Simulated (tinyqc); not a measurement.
Inside a calculation. Method: plane-wave Kohn-Sham cycle with exchange-only LDA in a layered model solid. Computed by tinyqc, a small Python program that keeps every step. Settings: points = 16, plane-wave index or count = 2, electrons = 4, k points = 4, area = 15.0, mixing = 1.0, iteration cap = 68. Command: `OMP_NUM_THREADS=1 python tinyqc.py 20840 20841 out.jsonl` (the two numbers bound the seeds that draw the settings). One thread of a shared host (Intel(R) Xeon(R) Processor @ 2.60GHz), about 0.04 s of CPU time with the checks. Later iterations appear only in the table of the cycle.

## Iteration 1: potential

A solid whose potential varies along x alone (atomic units):
```
parameter                      value
period a                   10.700000
cross-section of the cell  15.000000
electrons per cell                 4
grid points                       16
plane waves -n..n, n               2
k points                           4
V1 in V1 cos(2 pi x/a)     -0.680000
```

density at the start, on the grid x_j = j a/N (e/bohr^3): 0.024922  0.024922  0.024922  0.024922  0.024922  0.024922  0.024922  0.024922  0.024922  0.024922  0.024922  0.024922  0.024922  0.024922  0.024922  0.024922

V_H(G) = 4 pi rho(G)/G^2 for G != 0 (uniform background); v_x = -(3 rho/pi)^(1/3); V = V_ext + V_H + v_x; Fourier components f(G_m) = (1/N) sum_j f(x_j) exp(-i G_m x_j).

Potentials on the grid (hartree):
```
x          V_ext     V_H      v_x        V
0.0000   -0.6800  0.0000  -0.2876  -0.9676
0.6687   -0.6282  0.0000  -0.2876  -0.9159
1.3375   -0.4808  0.0000  -0.2876  -0.7685
2.0063   -0.2602  0.0000  -0.2876  -0.5479
2.6750         0  0.0000  -0.2876  -0.2876
3.3438    0.2602  0.0000  -0.2876  -0.0274
4.0125    0.4808  0.0000  -0.2876   0.1932
4.6813    0.6282  0.0000  -0.2876   0.3406
5.3500    0.6800  0.0000  -0.2876   0.3924
6.0187    0.6282  0.0000  -0.2876   0.3406
6.6875    0.4808  0.0000  -0.2876   0.1932
7.3563    0.2602  0.0000  -0.2876  -0.0274
8.0250         0  0.0000  -0.2876  -0.2876
8.6937   -0.2602  0.0000  -0.2876  -0.5479
9.3625   -0.4808  0.0000  -0.2876  -0.7685
10.0312  -0.6282  0.0000  -0.2876  -0.9159
```

V(G_m), m = 0, 1, 2, ... (hartree): -0.2876  -0.3400  0.0000  0.0000  0.0000

## Iteration 1: Hamiltonian at one k

k = 0.1250 2 pi / a

H(m,m') = (k + G_m)^2/2 delta + V(G_m - G_m'), with V(-G) = V(G).

H (hartree):
```
         -2       -1       +0       +1       +2
-2   0.3185  -0.3400   0.0000   0.0000   0.0000
-1  -0.3400  -0.1556  -0.3400   0.0000   0.0000
+0   0.0000  -0.3400  -0.2849  -0.3400   0.0000
+1   0.0000   0.0000  -0.3400  -0.0694  -0.3400
+2   0.0000   0.0000   0.0000  -0.3400   0.4909
```

## Iteration 1: levels at that k

Diagonalise the Hermitian matrix.

eigenvalues (hartree): -0.7342  -0.2833  0.1042  0.5287  0.6839

## Iteration 1: new density

Motion across x is left out: the lowest 2 band(s) hold two electrons at each of the k points (j + 1/2)/nk - 1/2. Residual R = rho(out) - rho(in); rho(new) = rho(in) + 1 R. rho(out) = 2/(a A nk) sum |psi|^2 with psi = sum c exp(i G x). Harris energy E = band energy - dV sum rho (V_H/2 + v_x) + (3/4) dV sum rho v_x with rho(in), dV = a A/N, band energy = (2/nk) sum of the filled levels.

rho(out) (e/bohr^3): 0.046798  0.050153  0.052154  0.041798  0.022709  0.007522  0.001376  0.000215  0.000101  0.000215  0.001376  0.007522  0.022709  0.041798  0.052154  0.050153

density after iteration 1 (e/bohr^3): 0.046798  0.050153  0.052154  0.041798  0.022709  0.007522  0.001376  0.000215  0.000101  0.000215  0.001376  0.007522  0.022709  0.041798  0.052154  0.050153

energy per cell = -1.740416 hartree

## Iteration 2: potential

As before.

Potentials on the grid (hartree):
```
x          V_ext      V_H      v_x        V
0.0000   -0.6800   1.0535  -0.3549   0.0186
0.6687   -0.6282   0.9902  -0.3632  -0.0012
1.3375   -0.4808   0.7856  -0.3679  -0.0631
2.0063   -0.2602   0.4343  -0.3418  -0.1677
2.6750         0  -0.0076  -0.2789  -0.2864
3.3438    0.2602  -0.4391  -0.1929  -0.3718
4.0125    0.4808  -0.7772  -0.1095  -0.4060
4.6813    0.6282  -0.9854  -0.0590  -0.4161
5.3500    0.6800  -1.0551  -0.0458  -0.4209
6.0187    0.6282  -0.9854  -0.0590  -0.4161
6.6875    0.4808  -0.7772  -0.1095  -0.4060
7.3563    0.2602  -0.4391  -0.1929  -0.3718
8.0250         0  -0.0076  -0.2789  -0.2864
8.6937   -0.2602   0.4343  -0.3418  -0.1677
9.3625   -0.4808   0.7856  -0.3679  -0.0631
10.0312  -0.6282   0.9902  -0.3632  -0.0012
```

V(G_m), m = 0, 1, 2, ... (hartree): -0.2392  0.1155  0.0215  -0.0066  -0.0023

## Iteration 2: Hamiltonian at one k

k = 0.1250 2 pi / a

As before.

H (hartree):
```
         -2       -1       +0       +1       +2
-2   0.3669   0.1155   0.0215  -0.0066  -0.0023
-1   0.1155  -0.1072   0.1155   0.0215  -0.0066
+0   0.0215   0.1155  -0.2365   0.1155   0.0215
+1  -0.0066   0.0215   0.1155  -0.0210   0.1155
+2  -0.0023  -0.0066   0.0215   0.1155   0.5394
```

## Iteration 2: levels at that k

As before.

eigenvalues (hartree): -0.3327  -0.1206  0.0329  0.3973  0.5647

## Iteration 2: new density

As before.

rho(out) (e/bohr^3): 0.003711  0.005093  0.009882  0.018889  0.030413  0.039231  0.040685  0.036476  0.033707  0.036476  0.040685  0.039231  0.030413  0.018889  0.009882  0.005093

density after iteration 2 (e/bohr^3): 0.003711  0.005093  0.009882  0.018889  0.030413  0.039231  0.040685  0.036476  0.033707  0.036476  0.040685  0.039231  0.030413  0.018889  0.009882  0.005093

energy per cell = -1.875929 hartree

## Convergence

Stop when sqrt(dV sum R^2) is below 1e-8, dV = a A/N.

Course of the cycle:
```
iteration  E (hartree)  norm of the residual
1            -1.740416              2.72e-01
2            -1.875929              4.43e-01
3            -3.646136              4.72e-01
4            -2.207927              5.01e-01
5            -4.051439              5.03e-01
6            -2.230452              5.04e-01
7            -4.074252              5.04e-01
8            -2.231462              5.04e-01
9            -4.075267              5.04e-01
10           -2.231507              5.04e-01
11           -4.075312              5.04e-01
...                ...                   ...
58           -2.231509              5.04e-01
59           -4.075314              5.04e-01
60           -2.231509              5.04e-01
61           -4.075314              5.04e-01
62           -2.231509              5.04e-01
63           -4.075314              5.04e-01
64           -2.231509              5.04e-01
65           -4.075314              5.04e-01
66           -2.231509              5.04e-01
67           -4.075314              5.04e-01
68           -2.231509              5.04e-01
```

Not converged within 68 iterations: the residual has stopped falling: the iteration swings between two states. Reruns (cap 100 unless said): mixing 0.1: not converged; mixing 0.5, Kerker q0 1.0: converged in 42 (E = -1.05273); mixing 0.3, Pulay depth 5: converged in 15 (E = -1.05273); the original settings with a cap of 400: not converged.
